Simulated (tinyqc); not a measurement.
# MOS inversion layer, Poisson-Schroedinger loop: what changes with what

Electrons confined at an insulator interface at z = 0, treated as a hard wall; parabolic valleys, Hartree approximation, no image or exchange terms. The depletion charge lies far deeper than the electrons and gives a uniform field q Nd/(eps0 eps_r); the gate balances all charge. Energies are counted from the band edge at the interface.

Inputs (values chosen for the exercise); masses and permittivity close to those of germanium (111): temperature T = 200 K; relative permittivity eps_r = 16; mass along z of valley set A (1 valley(s)) mz1 = 1.6 m0; in-plane density-of-states mass of set A md1 = 0.0805 m0; mass along z of valley set B (3 valley(s)) mz2 = 0.0926 m0; in-plane density-of-states mass of set B md2 = 0.341 m0; sheet density of electrons Ns = 4.4e11 cm^-2; sheet density of depletion charge Nd = 2.1e11 cm^-2; extra shift of set B (strain) dE = 0 eV.

Constants: q = 1.602176634e-19 C, kB = 1.380649e-23 J/K, hbar = 1.054571817e-34 J s, m0 = 9.1093837015e-31 kg, Vt = kB T/q, eps0 = 8.8541878128e-14 F/cm where lengths are in cm, hbar^2/(2 m0) = 0.0380998212 eV nm^2. Results are converted to the units shown.

Each table varies one quantity; the others keep the values above.

## Effect of the sheet density of depletion charge

Schroedinger equation -(C/mz) psi'' + (V0 + U + dE for set B) psi = E psi, C = hbar^2/(2 m0), psi(0) = 0, on a uniform mesh of 800 nodes with a far wall at 97 nm, 8 levels a set; V0 = q Nd z/(eps0 eps_r); dU/dz = q (Ns - integral of n from 0 to z)/(eps0 eps_r), U(0) = 0; N_k = g md m0 q Vt/(pi hbar^2) ln(1 + exp((EF - E_k)/Vt)), g the number of valleys of the set, sum N_k = Ns. Triangular well: E_k = a_k (C F^2/mz)^(1/3), a_1 = 2.338107, a_2 = 4.087949, C = hbar^2/(2 m0), F in eV/nm. Fang-Howard (all electrons in the lowest level of set A): b^3 = 6 (mz1/C) q (Nd + 11 Ns/32)/(eps0 eps_r), centroid 3/b, level C b^2/(4 mz1) + (3/b) q (Nd + 11 Ns/16)/(eps0 eps_r). The centroid adds 3.9 z_av/eps_r to an oxide-equivalent thickness.

Effect of the sheet density of depletion charge:
```
Nd (cm^-2),A1 (meV),B1 (meV),EF (meV),share of A1 (%),share of set A (%),centroid z_av (nm),added oxide equivalent (nm),Fang-Howard centroid (nm)
1e11,21.7,49.2,-13.5,16.1,35.3,10.2,2.49,3.35
1.7e11,23.5,53.6,-8.38,19.3,39.3,8.18,1.99,3.09
3.1e11,26.9,62.2,0.394,25.6,46.1,6.15,1.50,2.74
5.3e11,32.0,75.3,11.7,35.3,55.3,4.64,1.13,2.40
9.4e11,40.6,97.5,28.0,51.8,69.9,3.27,0.798,2.06
1.6e12,52.9,130,47.5,72.1,85.8,2.24,0.546,1.76
2.9e12,74.1,185,74.0,90.7,97.4,1.51,0.367,1.46
5e12,103,262,105,97.9,99.8,1.17,0.286,1.23
```

Read the table: what changes, and by how much?

As Nd goes from 1e11 to 5e12, A1 rises from 21.7 to 103 meV, the share of A1 rises from 16.1 to 97.9 % and the centroid falls from 10.2 to 1.17 nm. A1 goes as Nd^(0.61) between the last two rows (a triangular well in the field of that charge alone gives 2/3). The Fang-Howard centroid is 67 % below the full one in the first row, where A1 holds 16.1 %, and 4.4 % above it in the last, where A1 holds 97.9 %. For Nd = 1e11, 1.7e11, 3.1e11 the eighth level of a set still holds over 0.4 % of the electrons, so more levels and a farther wall would raise the centroid.

## Effect of the sheet density of electrons

Schroedinger equation -(C/mz) psi'' + (V0 + U + dE for set B) psi = E psi, C = hbar^2/(2 m0), psi(0) = 0, on a uniform mesh of 800 nodes with a far wall at 65 nm, 8 levels a set; V0 = q Nd z/(eps0 eps_r); dU/dz = q (Ns - integral of n from 0 to z)/(eps0 eps_r), U(0) = 0; N_k = g md m0 q Vt/(pi hbar^2) ln(1 + exp((EF - E_k)/Vt)), g the number of valleys of the set, sum N_k = Ns.

Results:
```
Ns (cm^-2),A1 (meV),B1 (meV),EF (meV),share of A1 (%),share of set A (%),centroid z_av (nm),added oxide equivalent (nm),Fang-Howard centroid (nm)
1e11,15.3,37.7,-48.9,13.8,34.2,9.18,2.24,3.38
2.1e11,18.5,44.2,-29.7,16.3,36.7,8.49,2.07,3.23
9.7e11,35.8,77.7,28.1,29.6,49.4,5.99,1.46,2.59
2.1e12,55.0,113,74.5,38.9,58.4,4.60,1.12,2.17
4.4e12,86.2,170,143,43.9,64.6,3.54,0.864,1.77
9.4e12,140,273,261,43.0,66.4,2.76,0.674,1.40
2e13,232,453,462,38.7,63.2,2.19,0.535,1.10
```

Estimate the missing row, Ns = 4.5e11 cm^-2.

Computed row:
```
Ns (cm^-2),A1 (meV),B1 (meV),EF (meV),share of A1 (%),share of set A (%),centroid z_av (nm),added oxide equivalent (nm),Fang-Howard centroid (nm)
4.5e11,24.7,56.5,-4.86,21.3,41.5,7.39,1.80,2.96
```

With this row back in the table: As Ns goes from 1e11 to 2e13, A1 rises from 15.3 to 232 meV, the share of A1 goes from 13.8 through a maximum of 43.9 (at Ns = 4.4e12 among the rows listed) to 38.7 % and the centroid falls from 9.18 to 2.19 nm. A1 goes as Ns^(0.66) between the last two rows (a triangular well in the field of that charge alone gives 2/3). EF lies more than 2 meV above A1 for Ns = 2.1e12, 4.4e12, 9.4e12, 2e13. The Fang-Howard centroid is 63 % below the full one in the first row, where A1 holds 13.8 %, and 50 % below it in the last, where A1 holds 38.7 %. For Ns = 1e11, 2.1e11, 4.5e11, 9.7e11 the eighth level of a set still holds over 0.4 % of the electrons, so more levels and a farther wall would raise the centroid.

Program tinyqc, `OMP_NUM_THREADS=1 python tinyqc.py 2160011 2160012 out.jsonl`; Intel Xeon 2.30GHz, shared host, one thread, about 0.9 s.
